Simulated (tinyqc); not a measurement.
Deep-level transient spectroscopy: two steps of the calculation.

Schottky contact on an n-type layer with shallow donors Nd (all ionised) and a donor-like deep trap, neutral when filled and positive when empty; depletion approximation. Traps within lam of the depletion edge stay filled. A long pulse to Vp fills the traps beyond x1 = Wp - lam; back at Vr those between x1 and x2 = Wr - lam emit. A rate window reads S = C(t2) - C(t1).

Parameters, values chosen for the exercise; material values close to those of 4H silicon carbide:

| symbol | value | unit | meaning |
|---|---|---|---|
| eps_r | 9.65 |  | relative permittivity |
| Nc | 1.72e19 | cm^-3 | conduction-band density of states at 300 K |
| Nd | 4.5e15 | cm^-3 | shallow donor density |
| Vbi | 1.18 | V | built-in voltage |
| Et | 0.77 | eV | depth of the trap below the conduction edge |
| Nt | 1.9e13 | cm^-3 | trap density |
| Vr | 6.8 | V | reverse bias |
| Vp | 0 | V | reverse bias during the filling pulse |
| T | 410 | K | temperature of the transient |
| F | 150 | kV/cm | field at the trap |

Constants: q = 1.602176634e-19 C, kB = 1.380649e-23 J/K, eps0 = 8.8541878128e-14 F/cm where lengths are in cm. Results are converted to the units shown.

Question 1. Widths. lam = sqrt(2 eps0 eps_r (EF - ET)/(q Nd)), EF - ET = Et - (kB T/q) ln(Nc(T)/Nd), Nc(T) = Nc (T/300 K)^1.5. In the steady state at the band bending V, 2 eps0 eps_r V/q = Nd W^2 + Nt (W - lam)^2 (the second term only if W > lam). V = Vbi + Vr gives Wr and V = Vbi + Vp gives Wp; x1 = max(Wp - lam, 0).

Wanted: lam; Wr; Wp; x1; x2; G = (x2^2 - x1^2)/Wr^2.

Answer 1.

lam = 330.9 nm
Wr = 1374 nm
Wp = 528.7 nm
x1 = 197.8 nm
x2 = 1043 nm
G = (x2^2 - x1^2)/Wr^2 = 0.5555

Question 2. Poole-Frenkel lowering. A Coulomb centre of charge +q (when empty) in the field F lowers its barrier by dE = sqrt(q F/(pi eps0 eps_r)) along the field. One-dimensional rate: en exp(b), b = dE/kB T; three-dimensional (Hartke): en {[1 + (b - 1) exp(b)]/b^2 + 1/2}.

en = 29.294495 1/s

Give: dE; b; rate, one-dimensional; rate, three-dimensional.

Answer 2.

dE = 94.62 meV
b = 2.678
rate, one-dimensional = 426.5 1/s
rate, three-dimensional = 118.5 1/s

Computed by the program tinyqc: `OMP_NUM_THREADS=1 python tinyqc.py 2050023 2050024 out.jsonl`, one thread of a shared Intel Xeon 2.30GHz, about 0.01 s for the whole run.
